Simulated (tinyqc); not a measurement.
Worked calculation: RKS/PBE in the sto-6g basis, for B+, spin multiplicity 1. One step of it, computed by the program tinyqc.

Question. Iteration 2: building the Kohn-Sham matrix. J_ij = sum D_kl (ij|kl); F = H + J + V_xc; E = tr D H + tr D J / 2 + E_xc + E_nn.

D after iteration 1:
```
            1B 1s      1B 2s    1B 2px    1B 2py    1B 2pz
1B 1s    2.150925  -0.569761  0.000000  0.000000  0.000000
1B 2s   -0.569761   2.150925  0.000000  0.000000  0.000000
1B 2px   0.000000   0.000000  0.000000  0.000000  0.000000
1B 2py   0.000000   0.000000  0.000000  0.000000  0.000000
1B 2pz   0.000000   0.000000  0.000000  0.000000  0.000000
```

core Hamiltonian H = T + V (hartree):
```
             1B 1s      1B 2s     1B 2px     1B 2py     1B 2pz
1B 1s   -12.444477  -3.078069   0.000000   0.000000   0.000000
1B 2s    -3.078069  -3.375648   0.000000   0.000000   0.000000
1B 2px    0.000000   0.000000  -2.624950   0.000000   0.000000
1B 2py    0.000000   0.000000   0.000000  -2.624950   0.000000
1B 2pz    0.000000   0.000000   0.000000   0.000000  -2.624950
```

Two-electron integrals (ij|kl) in chemists' order, unique and non-zero (hartree):
```
(11|11) 2.924993   (21|11) 0.480756   (21|21) 0.099484   (22|11) 0.743449
(22|21) 0.188967   (22|22) 0.544922   (31|31) 0.021096   (32|31) 0.030854
(32|32) 0.120443   (33|11) 0.743450   (33|21) 0.188967   (33|22) 0.544922
(33|33) 0.587109   (41|41) 0.021096   (42|41) 0.030854   (42|42) 0.120443
(43|43) 0.031641   (44|11) 0.743450   (44|21) 0.188967   (44|22) 0.544922
(44|33) 0.523827   (44|44) 0.587109   (51|51) 0.021096   (52|51) 0.030854
(52|52) 0.120443   (53|53) 0.031641   (54|54) 0.031641   (55|11) 0.743450
(55|21) 0.188967   (55|22) 0.544922   (55|33) 0.523827   (55|44) 0.523827
(55|55) 0.587109
```

nuclear repulsion = 0 hartree

V_xc (hartree):
```
            1B 1s      1B 2s     1B 2px     1B 2py     1B 2pz
1B 1s   -1.886933  -0.247964   0.000000   0.000000   0.000000
1B 2s   -0.247964  -0.393156   0.000000   0.000000   0.000000
1B 2px   0.000000   0.000000  -0.392364   0.000000   0.000000
1B 2py   0.000000   0.000000   0.000000  -0.392364   0.000000
1B 2pz   0.000000   0.000000   0.000000   0.000000  -0.392364
```

E_xc = sum of w rho eps_xc = -3.61262847 hartree

Give: Coulomb J; Kohn-Sham matrix F; total energy of this density.

Answer.

Coulomb J (hartree):
```
         1B 1s   1B 2s  1B 2px  1B 2py  1B 2pz
1B 1s   7.3427  1.3272  0.0000  0.0000  0.0000
1B 2s   1.3272  2.5559  0.0000  0.0000  0.0000
1B 2px  0.0000  0.0000  2.5559  0.0000  0.0000
1B 2py  0.0000  0.0000  0.0000  2.5559  0.0000
1B 2pz  0.0000  0.0000  0.0000  0.0000  2.5559
```

Kohn-Sham matrix F (hartree):
```
          1B 1s    1B 2s   1B 2px   1B 2py   1B 2pz
1B 1s   -6.9887  -1.9989   0.0000   0.0000   0.0000
1B 2s   -1.9989  -1.2129   0.0000   0.0000   0.0000
1B 2px   0.0000   0.0000  -0.4615   0.0000   0.0000
1B 2py   0.0000   0.0000   0.0000  -0.4615   0.0000
1B 2pz   0.0000   0.0000   0.0000   0.0000  -0.4615
```

total energy of this density = -24.243622 hartree
